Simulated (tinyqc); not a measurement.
Crystal field against spin-orbit coupling: six-band k.p model of the valence band of a wurtzite crystal.

At k = 0: E1 = D1c + D2c + Te + Le (pure HH); E2, E3 = Le + u +/- sqrt(u^2 + 2 D3c^2), u = (D1c - D2c + Te)/2, D1c = Dcr, D2c = D3c = Dso/3. The weight of LH in state 2 is fL = (E2 - Le)^2/((E2 - Le)^2 + 2 D3c^2). Relative strengths of transitions to the conduction band: for E perpendicular to c (TE) 1/2, fL/2, (1 - fL)/2; for E along c (TM) 0, 1 - fL, fL, with one momentum element for both directions.

Values chosen for the exercise (out of a larger set: of the order of those of hexagonal CdS; not measured data): Dso = 0.0624 eV (spin-orbit splitting).

No strain; Dcr is varied.

Results:
```
Dcr (meV)  Dcr/Dso  E1 (meV)  E2 (meV)  E3 (meV)  E1 - E2 (meV)  E1 - E3 (meV)     fL
-166.4       -2.67    -145.6       4.5    -191.7         -150.1           46.1  0.023
-83.2        -1.33     -62.4       7.7    -111.7          -70.1           49.3  0.065
-41.6        -0.67     -20.8      11.7     -74.1          -32.5           53.3  0.136
-20.8        -0.33       0.0      15.2     -56.8          -15.2           56.8  0.211
0.0           0.00      20.8      20.8     -41.6            0.0           62.4  0.333
41.6          0.67      62.4      41.6     -20.8           20.8           83.2  0.667
83.2          1.33     104.0      74.1     -11.7           29.9          115.7  0.864
166.4         2.67     187.2     151.3      -5.7           35.9          192.9  0.964
```

Give the missing row, Dcr (meV) = 20.8.

Computed row:
```
Dcr (meV)  Dcr/Dso  E1 (meV)  E2 (meV)  E3 (meV)  E1 - E2 (meV)  E1 - E3 (meV)     fL
20.8          0.33      41.6      29.4     -29.4           12.2           71.0  0.500
```

At Dcr = 0 the cubic pattern returns: E1 = E2, E3 lies Dso = 62.4 meV lower and fL = 0.333 (1/3). For large positive Dcr, E1 - E2 tends to 2 Dso/3 = 41.6 meV (last row 35.9) and state 2 turns LH-like; for negative Dcr state 2 rises to the top and turns CH-like (98 % in the first row). In every row the two splittings add up to Dcr + Dso and multiply to (2/3) Dcr Dso.

Computed by tinyqc, a small Python program: `OMP_NUM_THREADS=1 python tinyqc.py 1081126 1081127 out.jsonl` (the numbers bound the seed that draws the inputs); one thread of a shared host (Intel(R) Xeon(R) Processor @ 2.30GHz), about 0.01 s for the whole set of steps.
